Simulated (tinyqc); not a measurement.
Surface potential of a MOS transistor: implicit equation and explicit approximations: one step of the calculation.

p-type body, charge-sheet picture, depletion and inversion only, full ionisation (an idealisation for deep acceptors), Boltzmann statistics (rough once Na exp(x - xn) passes about Nc/7). In units of Vt: xg = (Vg - Vfb)/Vt, x = psi/Vt, G = gamma/sqrt(Vt), xn = (2 phiF + Vc)/Vt. The implicit equation is (xg - x)^2 = G^2 [x - 1 + exp(x - xn)] for x above about 3. Cox = eps0 eox/tox.

Task. Scales. ni = sqrt(Nc Nv) exp(-Eg/(2 Vt)), Eg in volts; phiF = Vt ln(Na/ni); gamma = sqrt(2 q eps0 eps_r Na)/Cox; VT = Vfb + Vt (xn + G sqrt(xn - 1)).

Parameters, values chosen for the exercise; band and dielectric values close to those of silicon:
```
symbol,value,unit,meaning
T,300,K,temperature
Eg,1.13,eV,band gap
eps_r,11.7,,relative permittivity
Nc,2.8e19,cm^-3,conduction-band density of states at T
Nv,2.66e19,cm^-3,valence-band density of states at T
eox,25.3,,relative permittivity of the gate insulator (close to zirconium oxide)
tox,33,nm,insulator thickness
Na,1.6e17,cm^-3,acceptor density
Vfb,-1,V,flat-band voltage
Vc,0.2,V,channel-body voltage
Vg,0.42,V,gate-body voltage
```

Constants: q = 1.602176634e-19 C, kB = 1.380649e-23 J/K, Vt = kB T/q, eps0 = 8.8541878128e-14 F/cm where lengths are in cm. Results are converted to the units shown.

Give: phiF; gamma; G; xn; VT; xg.

Result.

phiF = 0.43214 V
gamma = 0.33950 V^0.5
G = 2.1115
xn = 41.168
VT = 0.41025 V
xg = 54.928

Numbers from tinyqc (`OMP_NUM_THREADS=1 python tinyqc.py 2122190 2122191 out.jsonl`; about 0.01 s on one thread of a shared Intel Xeon 2.30GHz).
